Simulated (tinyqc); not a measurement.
Inputs raised by 2 %, one at a time: interdiffusion of a quantum well during annealing: blurred potential and shift of the confined levels. Computed by tinyqc, a small Python program. Command: `OMP_NUM_THREADS=1 python tinyqc.py 3019551 3019552 out.jsonl qwi sens`. One thread of a shared host (Intel(R) Xeon(R) Processor @ 2.30GHz), about 0.08 s of CPU time with the checks.

A square well of width w is blurred by Fick diffusion with a constant coefficient; band offsets are linear in composition, masses are uniform, and strain and excitons are ignored.

Inputs (values chosen for the exercise, modelled on InGaAs in InP):

| quantity | value | unit |
|---|---|---|
| well width w | 6.4 | nm |
| electron mass m_e | 0.0405 | m_0 |
| hole mass m_h | 0.38 | m_0 |
| conduction offset V_c | 0.23 | eV |
| valence offset V_v | 0.28 | eV |
| prefactor D0 | 42 | cm^2/s |
| activation energy E | 3.32 | eV |
| anneal temperature T | 680 | C |
| anneal time t | 520 | s |

Constants: k_B = 8.617333262e-05 eV/K; hbar^2/(2 m_0) = 3.80998212 eV angstrom^2.

Method:
- D = D0 exp(-E/(k_B T)); L = sqrt(D t); share of well material at the centre erf(w/(4L)); 1 nm = 1e-7 cm.
- Temperatures in kelvin are T(C) + 273.15.
- Square well, ground state: take the lowest root of k tan(k w/2) = kappa, k^2 = E/c, kappa^2 = (V - E)/c, c = hbar^2/(2m) with hbar^2/(2 m_0) in eV angstrom^2.
- With L = sqrt(D t) and the share at the centre erf(w/(4L)). After the anneal: V(z) = V {1 - (1/2)[erf((w/2 - z)/(2L)) + erf((w/2 + z)/(2L))]}, energies counted from the original well bottom. Finite differences on 3000 points over |z| < w/2 + 6L + 25 nm; shifts are taken against the same grid with cell-averaged square steps.
- Rise of the bottom = V (1 - share at the centre). Overlap = |<electron|hole>|^2.

Runs:

| input moved | from | to | blue shift of the transition (meV) | shift of the electron level (meV) | shift of the hole level (meV) | electron level before the anneal (meV) |
|---|---|---|---|---|---|---|
| base run | - | - | 162.534 | 56.624 | 105.909 | 80.660 |
| well width w (nm) | 6.4 | 6.528 | 160.303 | 56.453 | 103.850 | 78.880 |
| electron mass m_e (m_0) | 0.0405 | 0.04131 | 162.992 | 57.083 | 105.909 | 79.768 |
| hole mass m_h (m_0) | 0.38 | 0.3876 | 162.605 | 56.624 | 105.981 | 80.660 |
| conduction offset V_c (eV) | 0.23 | 0.2346 | 164.133 | 58.224 | 105.909 | 81.363 |
| valence offset V_v (eV) | 0.28 | 0.2856 | 164.725 | 56.624 | 108.101 | 80.660 |
| prefactor D0 (cm^2/s) | 42 | 42.84 | 164.164 | 57.160 | 107.004 | 80.660 |

Exponents ln(y'/y) / ln(x'/x):

| input | blue shift of the transition | shift of the electron level | shift of the hole level | electron level before the anneal |
|---|---|---|---|---|
| well width w | -0.698 | -0.153 | -0.991 | -1.127 |
| electron mass m_e | 0.142 | 0.408 | 0.000 | -0.562 |
| hole mass m_h | 0.022 | 0.000 | 0.034 | 0.000 |
| conduction offset V_c | 0.494 | 1.407 | 0.000 | 0.438 |
| valence offset V_v | 0.676 | 0.000 | 1.034 | 0.000 |
| prefactor D0 | 0.504 | 0.476 | 0.519 | 0.000 |

To which inputs is each result most sensitive?

Among the inputs moved here: blue shift of the transition answers most in size to well width w (exponent -0.698), next to valence offset V_v (+0.676). Shift of the electron level answers most in size to conduction offset V_c (exponent +1.407), next to prefactor D0 (+0.476); its exponent is below 0.0005 for hole mass m_h, valence offset V_v. Shift of the hole level answers most in size to valence offset V_v (exponent +1.034), next to well width w (-0.991); its exponent is below 0.0005 for electron mass m_e, conduction offset V_c. Its exponent 0.000 in electron mass m_e: the two bands are independent here. Electron level before the anneal answers most in size to well width w (exponent -1.127), next to electron mass m_e (-0.562); its exponent is below 0.0005 for hole mass m_h, valence offset V_v, prefactor D0.

Caution (all rows): the well mass is used in the barriers too; a heavier barrier mass would lower these levels.
